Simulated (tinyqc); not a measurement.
Inside a calculation. Method: plane-wave Kohn-Sham cycle with exchange-only LDA in a layered model solid. One step of it, computed by the program tinyqc.

Task: Iteration 1: Hamiltonian at one k. H(m,m') = (k + G_m)^2/2 delta + V(G_m - G_m'), with V(-G) = V(G).

A solid whose potential varies along x alone (atomic units):
```
parameter                      value
period a                    4.400000
cross-section of the cell  31.000000
electrons per cell                 2
grid points                       16
plane waves -n..n, n               2
k points                           2
V1 in V1 cos(2 pi x/a)     -0.380000
```

V(G_m), m = 0, 1, 2, ... (hartree): -0.241025  -0.190000  0.000000  0.000000  0.000000

k = 0.250000 2 pi / a

Give: H.

Result:

H (hartree), lower triangle:
```
         -2       -1       +0       +1      +2
-2   2.8815
-1  -0.1900   0.3325
+0   0.0000  -0.1900  -0.1773
+1   0.0000   0.0000  -0.1900   1.3521
+2   0.0000   0.0000   0.0000  -0.1900  4.9206
```
